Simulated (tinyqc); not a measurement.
## Saturation velocity and mobility from two gate lengths

Problem. Isat = Cox vsat Vg (x - 1)/(x + 1) per width, x = sqrt(1 + 2 mu Vg/(m vsat L)), with no series resistance and the same overdrive Vg and mu at both lengths. Find vsat and mu.

Inputs (values chosen for the exercise):
- Cox = 2.27 uF/cm^2 (gate capacitance)
- m = 1.42 (body factor)

Vg = 1.22 V
Isat at L = 0.07 and 0.35 um (uA/um): 685.79472  199.49302

Answer. The ratio of the currents depends on c = 2 mu Vg/(m vsat) alone and falls steadily from L2/L1 to 1 as c grows, so it fixes c; either current then gives vsat.

vsat = 1.10e7 cm/s
mu = 67.2 cm^2/(V s)

Numbers from tinyqc (`OMP_NUM_THREADS=1 python tinyqc.py 2500065 2500066 out.jsonl`; about 0.01 s on one thread of a shared Intel Xeon 2.30GHz).
